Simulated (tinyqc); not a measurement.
Rapid thermal processing of a wafer: radiative balance, ramp and cooling, pattern effects, pyrometer error and spike budget: one step, computed by the program tinyqc.

The wafer is opaque and uniform through its thickness unless said otherwise; temperatures in formulas are in kelvin (C + 273.15). sigma = 5.670374419e-12 W/(cm^2 K^4).

Task: Pyrometer error. Signal proportional to eps/(exp(c2/(lambda T)) - 1), c2 = h c/k_B. If the assumed emissivity is too high by the given error, the reading T' solves (1 + error)/(exp(c2/(lambda T')) - 1) = 1/(exp(c2/(lambda T)) - 1). Wien estimate: T' - T = -lambda T^2 ln(1 + error)/c2. Process rates go as exp(-E_a/(k_B T)).

Inputs (values chosen for the exercise, modelled on a hot silicon wafer):
```
quantity                              value        unit
process temperature                     918           C
pyrometer wavelength                    0.9  micrometre
error of the assumed emissivity         3.7           %
activation energy of the process E_a   1.24          eV
```

Constants: h = 6.62607015e-34 J s; c = 299792458 m/s; k_B = 1.380649e-23 J/K; k_B = 8.617333262e-05 eV/K.

Give: c2; c2/(lambda T); reading less true temperature; Wien estimate; rate at T over rate at T', less 1.

Result:

c2 = 14388 micrometre K

c2/(lambda T) = 13.42

reading less true temperature = -3.216 K

Wien estimate = -3.225 K

rate at T over rate at T', less 1 = 3.324 %
